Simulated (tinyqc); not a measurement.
# Band bending at a free surface with one surface level, surface photovoltage and Kelvin probe: effects of single changes

n-type bulk, xi = Ec - EF = Vt ln(Nc/Nd), p0 = ni^2/Nd, ni = sqrt(Nc Nv) exp(-Eg/(2 Vt)), Eg in volts. b is the upward band bending, u = b/Vt. Space charge per area, in units of q: Qc = sign(b) sqrt((2 eps0 eps_r Vt/q) [(Nd + dn)(exp(-u) - 1) + Nd u + (p0 + dn)(exp(u) - 1)]), with dn the excess density under light (flat quasi-Fermi levels; 0 in the dark). The level holds -Ns f, f = 1/(1 + exp((xi + b - Es)/Vt)). Neutrality: Qc + Qf + (charge of the states) = 0.

Inputs (values chosen for the exercise); band and dielectric values close to those of gallium arsenide:
- T = 300 K (temperature)
- Eg = 1.41 eV (band gap)
- eps_r = 12.9 (relative permittivity)
- Nc = 4.4e17 cm^-3 (conduction-band density of states at T)
- Nv = 8.87e18 cm^-3 (valence-band density of states at T)
- chi = 4.06 eV (electron affinity)
- Nd = 2e15 cm^-3 (donor density)
- Qf = 1.9e10 cm^-2 (fixed positive charge at the surface)
- pt = 4.98 eV (work function of the probe tip)
- Ns = 3.5e11 cm^-2 (density of an acceptor-like surface level)
- Es = 0.58 eV (its depth below the conduction edge)

Constants: q = 1.602176634e-19 C, kB = 1.380649e-23 J/K, Vt = kB T/q, eps0 = 8.8541878128e-14 F/cm where lengths are in cm. Results are converted to the units shown.

Each table varies one quantity; the others keep the values above.

## Kelvin-probe contrast of the doping

Work function chi + xi + b; contact potential difference CPD = (work function of the sample) - pt. b solves the neutrality condition in the dark.

Kelvin-probe contrast of the doping:
```
Nd (cm^-3),xi (eV),b (V),CPD (mV)
1.1e14,0.21442,0.41590,-289.68
2.5e14,0.19319,0.42917,-297.63
5.7e14,0.17189,0.44080,-307.31
1.3e15,0.15057,0.45039,-319.04
3e15,0.12895,0.45704,-334.01
6.8e15,0.10780,0.45747,-354.73
1.6e16,0.085678,0.43038,-403.94
3.6e16,0.064714,0.23929,-616.00
```

Read the table: what changes, and by how much?

xi falls by 150 mV over the table and the CPD by 326 mV; b goes from 0.416 through a maximum of 0.457 (at Nd = 6.8e15 cm^-3 among the rows listed) to 0.239 V. Between the first two rows the CPD follows 37.5 % of the change of xi, and between the last two 1010 %. It is below 100 % where b rises with the doping (pinning hides it). It exceeds 100 % where b falls as the doping rises.

## Pinning by the surface states

Same model as above.

Results:
```
Ns (cm^-2),b (V),xi + b (eV),Qc (cm^-2)
2.4e10,0.0070380,0.14647,5.0000e9
1.8e11,0.41938,0.55882,1.0593e11
5.1e11,0.46795,0.60739,1.1228e11
1.4e12,0.49839,0.63783,1.1608e11
3.9e12,0.52594,0.66537,1.1942e11
1.1e13,0.55276,0.69219,1.2258e11
2.9e13,0.57751,0.71695,1.2542e11
8.1e13,0.60363,0.74306,1.2836e11
```

Estimate the missing row, Ns = 6.7e10 cm^-2.

Computed row:
```
Ns (cm^-2),b (V),xi + b (eV),Qc (cm^-2)
6.7e10,0.10622,0.24566,4.8000e10
```

With this row back in the table: b rises from 0.00704 to 0.604 V. The level is over 95 % full (Qc near Ns - Qf) in the 2 rows with xi + b more than 3 Vt short of Es = 0.58 eV. Beyond that it empties, and between the last two rows b gains only 58.5 mV a decade.

## Photovoltage against injection

Same model as above.

Under chopped light the surface charge keeps its dark value, so b falls to bL with Qc(bL, dn) = Qc(b, 0); the photovoltage is b - bL.

Photovoltage against injection:
```
dn (cm^-3),bL (V),photovoltage (mV),share of b removed (%)
2.4e6,0.45305,1.2662,0.27871
2.3e7,0.44531,8.9978,1.9805
2.2e8,0.42087,33.438,7.3603
2.1e9,0.38236,71.952,15.838
2e10,0.33678,117.53,25.870
1.9e11,0.28762,166.70,36.692
1.9e12,0.23517,219.15,48.237
1.8e13,0.18263,271.68,59.801
1.7e14,0.12949,324.82,71.498
1.6e15,0.077580,376.73,82.924
1.6e16,0.034036,420.28,92.508
```

What does the comparison show?

The photovoltage rises from 1.27 to 420 mV, towards the full b = 454 mV. Its steepest rise is 54.5 mV a decade (Vt ln 10 = 59.5 mV), and it reaches 92.5 % of b in the last row: even strong light does not flatten the bands fully, so a saturation reading understates b. For dn = 1.6e16 the injection is high, and a Dember voltage, left out here, adds to the signal.

Computed by the program tinyqc: `OMP_NUM_THREADS=1 python tinyqc.py 2430132 2430133 out.jsonl`, one thread of a shared Intel Xeon 2.30GHz, about 0.02 s for the whole run.
